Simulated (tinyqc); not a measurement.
Potential step from the flux.

Question. On one interval J = (q mu Vt/hx) [nb B(d) - na B(-d)], B(d) = d/(exp(d) - 1), d = (psi_b - psi_a)/Vt. Find psi_b - psi_a, and the step at which J would vanish.

Inputs (values chosen for the exercise):
```
symbol,value,unit,meaning
T,400,K,temperature
mu,1340,cm^2/(V s),electron mobility
na,3.1e14,cm^-3,density at the left node
nb,1.3e14,cm^-3,density at the right node
hx,6.9,nm,node spacing
```

Constants: q = 1.602176634e-19 C, kB = 1.380649e-23 J/K, Vt = kB T/q. Results are converted to the units shown.

J = 2947.0193 A/cm^2

Answer. B(d) falls and B(-d) rises with d, so J falls steadily with the step and one value matches. J = 0 needs nb/na = exp(d), the Boltzmann ratio.

psi_b - psi_a = -0.08400 V
step for J = 0 = -0.02996 V

Computed by the program tinyqc: `OMP_NUM_THREADS=1 python tinyqc.py 2220138 2220139 out.jsonl`, one thread of a shared Intel Xeon 2.30GHz, about 0.01 s for the whole run.
